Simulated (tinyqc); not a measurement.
# Hole mobility in a silicon inversion layer, empirical terms and Matthiessen rule, step by step

tinyqc, about 0.01 s, one thread, Intel Xeon 2.30GHz (shared host): `OMP_NUM_THREADS=1 python tinyqc.py 2510055 2510056 out.jsonl` Printed values are rounded.

Inversion layer of sheet density Ns on a uniformly doped body. The mobility terms are empirical power laws with prefactors chosen for the exercise; adding their inverses (Matthiessen) is itself an approximation.

Inputs (values chosen for the exercise); material values close to those of silicon:
```
symbol    value        unit                                                meaning
T           400           K                                            temperature
Eg         1.14          eV                                               band gap
eps_r      11.6                         relative permittivity of the semiconductor
Nc      4.37e19       cm^-3                 conduction-band density of states at T
Nv      4.11e19       cm^-3                    valence-band density of states at T
Nb       1.6e17       cm^-3                                            body doping
Vsb           0           V                                      reverse body bias
eta      0.3333              weight of the inversion charge in the effective field
Cox         1.6     uF/cm^2                                       gate capacitance
Ap          141  cm^2/(V s)           phonon-limited mobility at 1 MV/cm and 300 K
As          513  cm^2/(V s)                  roughness-limited mobility at 1 MV/cm
gs            1                                     exponent of the roughness term
Ac         2000  cm^2/(V s)                                      Coulomb prefactor
Nit      1.4e11       cm^-2                                charge at the interface
Ns       5.8e12       cm^-2                                      inversion density
WL            5                                                          ratio W/L
Vd         0.02           V                                          drain voltage
I           8.9          uA                                measured linear current
```

Constants: q = 1.602176634e-19 C, kB = 1.380649e-23 J/K, Vt = kB T/q, eps0 = 8.8541878128e-14 F/cm where lengths are in cm. Results are converted to the units shown.

## Depletion charge and effective field

ni = sqrt(Nc Nv) exp(-Eg/(2 Vt)), Eg in volts; Ndep = sqrt(2 eps0 eps_r Nb (2 Vt ln(Nb/ni) + Vsb)/q); E = q (Ndep + eta Ns)/(eps0 eps_r), in MV/cm.

ni = 2.78919e12 cm^-3
Ndep = 1.24481e12 cm^-2
E = 0.495737 MV/cm

The depletion charge gives 39.2 % of the field.

## Mobility terms and their sum

With t = T/(300 K): muC = Ac (Ns/1e12 cm^-2) t/(Nb/1e17 cm^-3 + Nit/1e11 cm^-2), muP = Ap E^(-1/3) t^(-1.75), muS = As E^(-gs); 1/mu is the sum of the inverses.

terms (cm^2/(V s)): Coulomb 5155.56, phonon 107.686, roughness 1034.82
mu = 95.7252 cm^2/(V s)
shares of 1/mu (%): Coulomb 1.85674, phonon 88.8929, roughness 9.25039

The phonon term limits most.

## Iteration 1: inversion density for the measured current

Ns at the start = 4.1e12 cm^-2

I = (W/L) q Ns mu Vd. E = q (Ndep + eta Ns)/(eps0 eps_r) in MV/cm. With t = T/(300 K): muC = Ac (Ns/1e12 cm^-2) t/(Nb/1e17 cm^-3 + Nit/1e11 cm^-2), muP = Ap E^(-1/3) t^(-1.75), muS = As E^(-gs); 1/mu is the sum of the inverses. Ns(new) = I/((W/L) q mu Vd).

E = 0.407350 MV/cm
mu = 102.393 cm^2/(V s)
Ns after iteration 1 = 5.42513e12 cm^-2

## Iteration 2: inversion density for the measured current

As before.

E = 0.476246 MV/cm
mu = 97.1001 cm^2/(V s)
Ns after iteration 2 = 5.72084e12 cm^-2

## Course of the iteration: inversion density for the measured current

Stop when Ns changes by less than 1e5 cm^-2, or after 120 iterations.

Course of the iteration:
```
iteration  Ns (cm^-2)  |change| (cm^-2)
1          5.42513e12           1.33e12
2          5.72084e12           2.96e11
3          5.78573e12           6.49e10
4          5.79990e12           1.42e10
5          5.80299e12            3.09e9
6          5.80366e12            6.74e8
7          5.80381e12            1.47e8
8          5.80384e12            3.20e7
9          5.80385e12            6.98e6
10         5.80385e12            1.52e6
11         5.80385e12            3.32e5
12         5.80385e12            7.24e4
```

Converged in 12 iterations. At the end each change is about 0.22 times the one before: linear convergence.

## Split C-V extraction

```
point  Vg (V)  Cgc (uF/cm^2)      I (uA)
0         0.1     0.00100922  1.06472e-6
1        0.15     0.00318693  1.05917e-5
2         0.2      0.0100342  1.04220e-4
3        0.25      0.0313050  9.91775e-4
4         0.3      0.0949724  0.00857663
5        0.35       0.266156   0.0588450
6         0.4       0.618989    0.269287
7        0.45        1.06581    0.772920
8         0.5        1.38109     1.52702
9        0.55        1.52363     2.38052
10        0.6        1.57503     3.23609
11       0.65        1.59202     4.05960
12        0.7        1.59747     4.84425
```

Q(Vg) is the trapezoid sum of Cgc from the first point (where Q is taken as 0); mu_eff = I/((W/L) Q Vd); mu_FE = (dI/dVg)/((W/L) Cox Vd) with a backward difference. Listed from point 4 on.

```
point  Q (uC/cm^2)  mu_eff (cm^2/(V s))  mu_FE (cm^2/(V s))
4       0.00462585              18.5407            0.948107
5        0.0136541              43.0971             6.28355
6        0.0357827              75.2562             26.3052
7        0.0779027              99.2161             62.9542
8         0.139075              109.798             94.2626
9         0.211693              112.452             106.688
10        0.289160              111.914             106.946
11        0.368336              110.215             102.939
12        0.448073              108.113             98.0815
```

At the last point mu_FE is 9.3 % below mu_eff: where the mobility falls with gate voltage the slope of I understates it.
